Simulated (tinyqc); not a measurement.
# A square-lattice strip 3 sites wide, recursive Green functions: the device repeated

The device has N = 3 slices of 3 site(s), nearest-neighbour hopping -t, and site energies U; the leads are semi-infinite continuations with site energy 0. V = <i+1|H|i> = -t 1.

Transverse modes n = 1..3: chi_n(j) = sqrt(2/4) sin(pi n j/4), energy e_n = -2 t cos(pi n/4). Sigma = t^2 sum_n chi_n chi_n^T g(E - e_n), g(x) = (x - i sqrt(4 t^2 - x^2))/(2 t^2) for |x| < 2 t and (x - sign(x) sqrt(x^2 - 4 t^2))/(2 t^2) otherwise; Gamma = i (Sigma - Sigma^dagger); both leads give the same. Forward pass: g_1 = (E - H_1 - Sigma)^(-1), g_i = (E - H_i - V g_(i-1) V^dagger)^(-1), with Sigma also subtracted on the last slice; G_(i,1) = g_i V G_(i-1,1), starting from g_1. H_i is the block of slice i: its site energies on the diagonal and -t between neighbouring rows. T(E) = Tr[Gamma G_(N,1) Gamma G_(N,1)^dagger]. The list U is repeated k times, so the device has k N slices.

Parameters, values chosen for the exercise:

| symbol | value | unit | meaning |
|---|---|---|---|
| t | 1.8 | eV | hopping (matrix element -t) |
| U | [0.18, 0.08, 0.21, -0.27, 0.28, 0.34, -0.26, 0.14, 0.15] | eV | site energies, slice by slice (3 a slice) |
| E | 0.57 | eV | energy |

The device repeated:
```
k    T(E)  ln T(E)
1   2.963    1.086
2   2.931    1.075
3   2.859    1.050
4   2.777    1.022
5   2.689   0.9890
6   2.600   0.9554
8   2.444   0.8935
10  2.324   0.8433
12  2.231   0.8027
```

What does the table show?

T(E) moves between 2.23 and 2.96 and does not die away: at least one band of the periodic structure that the repeats form is open at this energy.

tinyqc, about 0.01 s, one thread, Intel Xeon 2.30GHz (shared host): `OMP_NUM_THREADS=1 python tinyqc.py 2660028 2660029 out.jsonl`
